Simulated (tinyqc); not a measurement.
From results back to parameters: free-carrier optics of a doped semiconductor (Drude model with one polar phonon). Five cases, with inputs chosen for the exercise.

Problem. The upper coupled mode solves E^4 - (wL^2 + Ep^2) E^2 + Ep^2 wT^2 = 0 with wL = wT sqrt(es/ei); N is hidden.

eps(E) = ei [1 - Ep^2/(E^2 + i E Gam)] + (es - ei) wT^2/(wT^2 - E^2 - i E gT), with Ep^2 = 8 pi c (e^2/(4 pi eps0)) N/(m ei), c = hbar^2/2m0, N in 1/angstrom^3 (1e-24 per 1/cm^3); Gam = hbar/tau, tau = mu m m0/e with m0/e = 5.685630e-12 kg/C and mu in m^2/(V s). Energies in meV.

Constants: hbar^2/2m0 = 3.80998211 eV angstrom^2; e^2/(4 pi eps0) = 14.39964547 eV angstrom.

Find: Ep; N; L-.

Method. Ep^2 = L+^2 (L+^2 - wL^2)/(L+^2 - wT^2); the product of the roots gives L- = Ep wT/L+.

Case 1.

Values chosen (mass and dielectric values near those of GaN; N and mu are free inputs; interband absorption and the rise of the mass with filling are left out; not measured data): m = 0.198 m0 (conductivity mass); ei = 5.28 (high-frequency dielectric constant); wT = 69 meV (TO phonon); es = 9.23 (static dielectric constant).

L+ = 121.9329 meV

Solution.

Ep = 98.12 meV
N = 7.30e+18 1/cm^3
L- = 55.53 meV

Case 2.

Values chosen (mass and dielectric values near those of GaN; N and mu are free inputs; interband absorption and the rise of the mass with filling are left out; not measured data): m = 0.215 m0 (conductivity mass); ei = 5.34 (high-frequency dielectric constant); wT = 69 meV (TO phonon); es = 9.3 (static dielectric constant).

L+ = 468.8121 meV

Solution.

Ep = 464.95 meV
N = 1.80e+20 1/cm^3
L- = 68.43 meV

Case 3.

Values chosen (mass and dielectric values near those of InP; N and mu are free inputs; interband absorption and the rise of the mass with filling are left out; not measured data): m = 0.0816 m0 (conductivity mass); ei = 9.6 (high-frequency dielectric constant); wT = 37.4 meV (TO phonon); es = 12.55 (static dielectric constant).

L+ = 51.6223 meV

Solution.

Ep = 41.95 meV
N = 1.00e+18 1/cm^3
L- = 30.40 meV

Case 4.

Values chosen (mass and dielectric values near those of GaSb; N and mu are free inputs; interband absorption and the rise of the mass with filling are left out; not measured data): m = 0.0419 m0 (conductivity mass); ei = 14.49 (high-frequency dielectric constant); wT = 28.1 meV (TO phonon); es = 15.81 (static dielectric constant).

L+ = 29.6311 meV

Solution.

Ep = 12.79 meV
N = 7.20e+16 1/cm^3
L- = 12.13 meV

Case 5.

Values chosen (mass and dielectric values near those of InAs; N and mu are free inputs; interband absorption and the rise of the mass with filling are left out; not measured data): m = 0.0288 m0 (conductivity mass); ei = 12.04 (high-frequency dielectric constant); wT = 26.8 meV (TO phonon); es = 14.87 (static dielectric constant).

L+ = 30.9252 meV

Solution.

Ep = 16.68 meV
N = 7.00e+16 1/cm^3
L- = 14.46 meV

Computed by tinyqc, one run a case: `OMP_NUM_THREADS=1 python tinyqc.py N N+1 out.jsonl` with N = 1682176, 1682221, 1682236, 1682279, 1682282; one thread of a shared Intel(R) Xeon(R) Processor @ 2.30GHz, about 0.01 s a run at most.
